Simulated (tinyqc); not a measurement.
Inside a calculation. Method: Hueckel theory of the pi electrons with the omega technique, for the molecule C=CC(=C)C(=C)F (SMILES; centres numbered as the heavy atoms are written). One step of it, computed by the program tinyqc.

Problem. Energy, charges, bond orders. E = sum n x; q_r = z_r - P_rr; bond order p = P_rs; free valence = sqrt(3) - sum of p over the bonds of the atom.

final x values: [3.194164, 1.874518, 0.949367, 0.500403, -0.530518, -1.029423, -1.948511]

occupations: [2.000000, 2.000000, 2.000000, 2.000000, 0.000000, 0.000000, 0.000000]

final P, order 1C, 2C, 3C, 4C, 5C, 6C, 7F:
$$\begin{pmatrix}
1.000453 & 0.908057 & -0.001178 & -0.408605 & -0.090591 & -0.005419 & 0.015426 \\
0.908057 & 0.999934 & 0.408864 & 0.000118 & 0.001854 & -0.090412 & -0.009276 \\
-0.001178 & 0.408864 & 1.001937 & 0.817468 & 0.403313 & 0.010326 & -0.042465 \\
-0.408605 & 0.000118 & 0.817468 & 1.002718 & -0.001793 & -0.405701 & -0.013590 \\
-0.090591 & 0.001854 & 0.403313 & -0.001793 & 0.991670 & 0.899106 & 0.143750 \\
-0.005419 & -0.090412 & 0.010326 & -0.405701 & 0.899106 & 1.024055 & -0.134634 \\
0.015426 & -0.009276 & -0.042465 & -0.013590 & 0.143750 & -0.134634 & 1.979233
\end{pmatrix}$$

Centres:
```
centre  z_r, pi electrons of the neutral centre         h
1C                                            1  0.000000
2C                                            1  0.000000
3C                                            1  0.000000
4C                                            1  0.000000
5C                                            1  0.000000
6C                                            1  0.000000
7F                                            2  3.010000
```

Bonds:
```
i  j         k
1  2         1
2  3         1
3  4         1
3  5         1
5  6         1
5  7  0.620000
```

Give: pi energy = 8 alpha + this times beta; pi charges; Bond orders and lengths from R = 1.517 - 0.180 p; free valence of the carbons; gap between the highest filled and the next level.

Solution.

pi energy = 8 alpha + this times beta = 13.0369

pi charges: 1C -0.0005, 2C 0.0001, 3C -0.0019, 4C -0.0027, 5C 0.0083, 6C -0.0241, 7F 0.0208

Bond orders and lengths from R = 1.517 - 0.180 p (angstrom, C-C alone):
```
bond       p       R
1-2   0.9081  1.3535
2-3   0.4089  1.4434
3-4   0.8175  1.3699
3-5   0.4033  1.4444
5-6   0.8991  1.3552
5-7   0.1437       -
```

free valence of the carbons: 1C 0.8240, 2C 0.4151, 3C 0.1024, 4C 0.9146, 5C 0.2859, 6C 0.8329

gap between the highest filled and the next level = 1.0309 |beta|
